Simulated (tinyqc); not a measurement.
p-type polysilicon, carrier trapping at grain boundaries: one step of the calculation.

One-dimensional grains of size Lg, uniform ionised doping N, monovalent traps Qt at each boundary at a depth Et below (for electrons) or above (for holes) the band edge there, abrupt depletion of width W on each side of a boundary, Boltzmann statistics. xi is the distance from the band edge at the grain centre to the Fermi level. Trapped charge Qt/(1 + exp((xi + VB - Et)/Vt)) = 2 N W, barrier VB = q N W^2/(2 eps0 eps_r).

Question. Resistivity and effective mobility. n0 = NB exp(-xi/Vt); mean density n0 (1 - 2 W/Lg) by charge balance in a partly depleted grain, and n0 (sqrt(pi)/2) erf(u)/u with u = sqrt(VB/Vt) in a fully depleted one; v = sqrt(kB T/(2 pi ms m0)); barrier resistivity Vt exp(VB/Vt)/(q fe n0 v Lg); grain resistivity (1 - 2 W/Lg)/(q n0 mug); effective mobility 1/(q mean density total resistivity).

Inputs (values chosen for the exercise); values of the order met in polycrystalline silicon: temperature T = 350 K; valence-band density of states at T NB = 3.34e19 cm^-3; grain size Lg = 160 nm; mass for thermionic emission ms = 0.46 m0; correction factor of the emission rate fe = 0.12; mobility inside the grains mug = 54 cm^2/(V s).

Constants: q = 1.602176634e-19 C, kB = 1.380649e-23 J/K, m0 = 9.1093837015e-31 kg, Vt = kB T/q. Results are converted to the units shown.

W = 31.220236 nm
xi = 0.16976895 V
VB = 0.090448092 V

Find: n0; mean density; v; barrier resistivity; grain resistivity; resistivity; effective mobility.

Answer.

n0 = 1.2000e17 cm^-3
mean density = 7.3170e16 cm^-3
v = 4.2841e6 cm/s
barrier resistivity = 3.8263 ohm cm
grain resistivity = 0.58731 ohm cm
resistivity = 4.4136 ohm cm
effective mobility = 19.327 cm^2/(V s)

The resistivity is 4.58 times that of a single crystal with the same N and mobility mug, and the mean density is 61.0 % of N.

Computed by the program tinyqc: `OMP_NUM_THREADS=1 python tinyqc.py 2830248 2830249 out.jsonl`, one thread of a shared Intel Xeon 2.30GHz, about 0.01 s for the whole run.
